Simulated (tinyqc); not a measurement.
From results back to parameters: Koster-Slater impurity in an sp3s* host.

Problem. In the Koster-Slater model a defect shifts the s level of its site by Vs and the p levels by Vp; an A1 level solves 1/Vs = G_s(E) and a T2 level 1/Vp = G_p(E), E from the top of the valence band. A defect has an A1 level at E = 1.0591 eV, one of the energies of the table, and a T2 level at 0.3530 eV.

G(E) of the host (1/eV):

| E (eV) | G_s | G_p |
|---|---|---|
| 0.0000 | -0.0857862 | 0.0031916 |
| 0.1765 | -0.1018863 | -0.0377745 |
| 0.3530 | -0.1195367 | -0.0652143 |
| 0.5296 | -0.1394388 | -0.0890629 |
| 0.7061 | -0.1624819 | -0.1118827 |
| 0.8826 | -0.1899275 | -0.1352161 |
| 1.0591 | -0.2237180 | -0.1604942 |
| 1.2356 | -0.2671095 | -0.1895148 |
| 1.4122 | -0.3262127 | -0.2251093 |

Find: Vs, Vp.

Solution. Read G_s and G_p at the two energies and invert them. Vs is attractive and pulls its level down from the conduction bands. Vp is attractive and pulls its level down from the conduction bands.

Vs, Vp (eV): -4.5  -15.3

Run: tinyqc, `OMP_NUM_THREADS=1 python tinyqc.py 1482079 1482080 out.jsonl`; Intel(R) Xeon(R) Processor @ 2.30GHz, one thread, shared host; about 0.02 s of CPU time with all checks.
